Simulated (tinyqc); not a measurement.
# Electron continuity equation in a given potential, Scharfetter-Gummel discretisation: error of the current against the mesh

Steady state in one dimension: J = q mu n E + q D dn/dx with E = -dpsi/dx and D = mu Vt, dJ/dx = 0, fixed densities nL and nR at the ends. The potential is given, psi = U x/L, and is not changed by the electrons.

Fluxes J_i = (q D/h)(n_(i+1) P_i - n_i Q_i), d_i = (psi_(i+1) - psi_i)/Vt: Scharfetter-Gummel P = B(d), Q = B(-d), B(d) = d/(exp(d) - 1); central P = 1 - d/2, Q = 1 + d/2; upwind P = 1 + max(-d, 0), Q = 1 + max(d, 0). Balance at each inner node: J_i - J_(i-1) = 0. The reference is Scharfetter-Gummel on 4000 intervals or more. Errors are those of J on the first interval against the reference at its midpoint; errors under 1e-6 % are printed as 0.

Values chosen for this exercise; mobility close to that of indium phosphide at room temperature: temperature T = 250 K; electron mobility mu = 4950 cm^2/(V s); length of the region L = 19 um; density at x = 0 nL = 5e12 cm^-3; density at x = L nR = 7.2e13 cm^-3; potential difference psi(L) - psi(0) U = 0.22 V.

Constants: q = 1.602176634e-19 C, kB = 1.380649e-23 J/K, Vt = kB T/q. Results are converted to the units shown.

The same in every row: reference J (A/cm^2) = -0.4589.

Results:
```
N    largest |d|  SG error (%)  central error (%)  upwind error (%)
5          2.042             0             0.0492             -5.11
10         1.021             0             0.0322             -1.13
20        0.5106             0             0.0102            -0.301
80        0.1276             0            6.80e-4           -0.0406
160      0.06382             0            1.71e-4           -0.0181
```

Estimate the missing row, N = 40.

Computed row:
```
N   largest |d|  SG error (%)  central error (%)  upwind error (%)
40       0.2553             0            2.68e-3            -0.101
```

With this row back in the table: From N = 80 to 160 the error shrinks by 4.0 (central), 2.2 (upwind); 4 marks second order and 2 first order. Scharfetter-Gummel has no error at any N here, being exact for this potential without sources.

Numbers from tinyqc (`OMP_NUM_THREADS=1 python tinyqc.py 2220040 2220041 out.jsonl`; about 0.01 s on one thread of a shared Intel Xeon 2.30GHz).
